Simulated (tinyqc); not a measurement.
Worked calculation: trap-assisted generation and recombination current of an abrupt junction. Computed by tinyqc, a small Python program that keeps every step. Command: `OMP_NUM_THREADS=1 python tinyqc.py 3006704 3006705 out.jsonl junctionleak walk`. One thread of a shared host (Intel(R) Xeon(R) Processor @ 2.30GHz), about 0.01 s of CPU time with the checks. Intermediate numbers are printed to about 5 digits and carried at full precision; extremes and crossings named in words are read from the listed rows.

Depletion approximation, flat quasi-Fermi levels across the depleted layer, long neutral regions with minority lifetimes tau_n and tau_p, full ionisation and Boltzmann statistics. Voltages in exponents stand for e V.

Inputs (values chosen for the exercise, for a model semiconductor):

| quantity | value | unit |
|---|---|---|
| gap E_g | 0.592 | eV |
| electron mass m_e | 0.241 | m_0 |
| valleys M_c | 4 | - |
| hole mass m_h | 0.264 | m_0 |
| dielectric constant eps | 19.5 | - |
| acceptor density N_A | 5.9e+17 | cm^-3 |
| donor density N_D | 1.2e+18 | cm^-3 |
| capture time tau_n | 2.1e-06 | s |
| capture time tau_p | 3.3e-06 | s |
| trap level E_t - E_i | 0 | eV |
| electron diffusion coefficient D_n | 25 | cm^2/s |
| hole diffusion coefficient D_p | 11 | cm^2/s |
| forward bias V | 0.27 | V |
| reverse bias V_r | 2.2 | V |
| temperature T | 400 | K |

Field enhancement: none.

Constants: k_B = 8.617333262e-05 eV/K; m_0 = 9.1093837015e-31 kg; k_B = 1.380649e-23 J/K; h = 6.62607015e-34 J s; e = 1.602176634e-19 C; eps_0 = 8.8541878128e-12 F/m.

## Built-in voltage and diffusion current

N_c = 2 M_c (2 pi m_e k_B T/h^2)^(3/2) and N_v = 2 (2 pi m_h k_B T/h^2)^(3/2), masses in units of m_0. n_i = sqrt(N_c N_v) exp(-E_g/2 k_B T); V_bi = (k_B T/e) ln(N_A N_D/n_i^2); diffusion saturation current J_d0 = e n_i^2 [sqrt(D_n/tau_n)/N_A + sqrt(D_p/tau_p)/N_D].

k_B T = 0.034469 eV

n_i = 1.8251e+15 cm^-3

V_bi = 0.42283 V

J_d0 = 0.0039330 A/cm^2

## Depleted layer under reverse bias

W = sqrt(2 eps eps_0 (V_bi - V)(1/N_A + 1/N_D)/e), x_p = W N_D/(N_A + N_D), x_n = W - x_p, peak field F_m = 2 (V_bi - V)/W; reverse bias means V = -V_r.

W = 119.55 nm

x_p = 80.145 nm

x_n = 39.404 nm

peak field F_m = 4.3879e+05 V/cm

Caution: at such a field avalanche multiplication or band-to-band tunnelling, left out here, may dominate the reverse current.

## Generation across the layer

Potential from the p edge: phi = (V_bi - V) x^2/(x_p W) on the p side and (V_bi - V)[1 - (W - x)^2/(x_n W)] on the n side; p = N_A exp(-phi/k_B T), n = n_i^2 exp(V/k_B T)/p; U = (n p - n_i^2)/[tau_p (n + n_i exp(dE/k_B T)) + tau_n (p + n_i exp(-dE/k_B T))], dE = E_t - E_i, n1 = n_i exp(dE/k_B T), p1 = n_i exp(-dE/k_B T); J_t = e int U dx by the trapezoid rule on 400 intervals on each side.

Profile under reverse bias:

| x (nm) | F (V/cm) | n (cm^-3) | p (cm^-3) | generation -U (cm^-3 s^-1) |
|---|---|---|---|---|
| 4.01 | 2.1939e+04 | 1.2256e-15 | 5.1936e+17 | 3.0268e+18 |
| 12.02 | 6.5818e+04 | 3.3995e-15 | 1.8724e+17 | 8.2646e+18 |
| 24.04 | 1.3164e+05 | 1.0637e-13 | 5.9841e+15 | 1.4856e+20 |
| 40.07 | 2.1939e+05 | 3.7275e-10 | 1.7076e+12 | 3.3786e+20 |
| 56.10 | 3.0715e+05 | 7.7332e-05 | 8.2308e+06 | 3.3798e+20 |
| 72.13 | 3.9491e+05 | 9.4974e+02 | 6.7018e-01 | 3.3798e+20 |
| 80.14 | 4.3879e+05 | 1.5376e+07 | 4.1395e-05 | 3.3798e+20 |
| 91.87 | 3.0825e+05 | 5.0553e+12 | 1.2591e-10 | 3.3741e+20 |
| 107.63 | 1.3273e+05 | 1.2091e+17 | 5.2642e-15 | 8.1471e+18 |
| 117.48 | 2.3036e+04 | 1.1198e+18 | 5.6838e-16 | 8.9898e+17 |

## Reverse current

Generation lifetime tau_g = tau_p exp(dE/k_B T) + tau_n exp(-dE/k_B T); textbook estimate e n_i W/tau_g; generation current J_g = -J_t; total = J_g + J_d0 (1 - exp(-V_r/k_B T)).

generation current = 4.1369e-04 A/cm^2

tau_g = 5.40e-06 s

estimate e n_i W/tau_g = 6.4737e-04 A/cm^2

total reverse current = 0.0043467 A/cm^2

The integral is 0.639 times the estimate, since near the edges n or p exceeds n_i and stops generation. Generation carries 9.5 % of the reverse current.

## Forward current and ideality

Total J = J_t + J_d0 (exp(V/k_B T) - 1); ideality n = (e/k_B T) dV/d ln J, central difference of 1 mV.

recombination current in the layer = 0.0040643 A/cm^2

total forward current = 9.9216 A/cm^2

ideality factor = 0.99977

## Which current rules in forward bias

J_d = J_d0 (exp(V/k_B T) - 1). Ideality n = (e/k_B T) dV/d ln J, central difference of 1 mV. The rows stop just below the bias where n = 0.1 p or tau_p n = 0.1 tau_n p at the p edge, or the like at the n edge.

Forward characteristic:

| V (V) | J_t (A/cm^2) | J_d (A/cm^2) | ideality of J_t | ideality of the sum |
|---|---|---|---|---|
| 0.06 | 0.0000765 | 1.8490e-02 | 1.1456 | 0.82552 |
| 0.09 | 0.0001513 | 4.9607e-02 | 1.3903 | 0.92747 |
| 0.13 | 0.0003316 | 1.6693e-01 | 1.5456 | 0.97769 |
| 0.16 | 0.0005766 | 4.0405e-01 | 1.5950 | 0.99089 |
| 0.20 | 0.0011850 | 1.2981e+00 | 1.6232 | 0.99733 |
| 0.23 | 0.0020206 | 3.1049e+00 | 1.6395 | 0.99899 |
| 0.26 | 0.0034203 | 7.4191e+00 | 1.6725 | 0.99966 |
| 0.30 | 0.0067058 | 2.3686e+01 | 1.8019 | 0.99996 |

Diffusion rules over the whole range. The ideality of J_t alone lies between 1.15 and 1.80.

## Leakage against temperature

The gap, capture times and diffusion coefficients are held fixed. J_g = -J_t at V = -V_r. The last column is -k_B d ln(J_g + J_d0)/d(1/T) from this row and the one above.

Reverse current:

| T (K) | generation (A/cm^2) | diffusion (A/cm^2) | activation energy (eV) |
|---|---|---|---|
| 320 | 0.0000333 | 2.7497e-05 | - |
| 360 | 0.0001333 | 4.2530e-04 | 0.55058 |
| 400 | 0.0004137 | 3.9330e-03 | 0.63653 |
| 450 | 0.0013197 | 3.7753e-02 | 0.68125 |
| 500 | 0.0034269 | 2.3836e-01 | 0.70678 |
| 560 | 0.0088511 | 1.4595e+00 | 0.72541 |

The activation energy goes from 0.551 to 0.725 eV. Generation alone gives about E_g/2 + dE if tau_p exp(dE/k_B T) exceeds tau_n exp(-dE/k_B T), else E_g/2 - dE, here 0.296 eV, plus 1.5 k_B T and diffusion E_g = 0.592 eV plus 3 k_B T; diffusion takes over by 360 K.

Checks made by the program: the integral with twice the points (relative difference below 1e-10); the forward integral with twice the points (relative difference 1e-06).
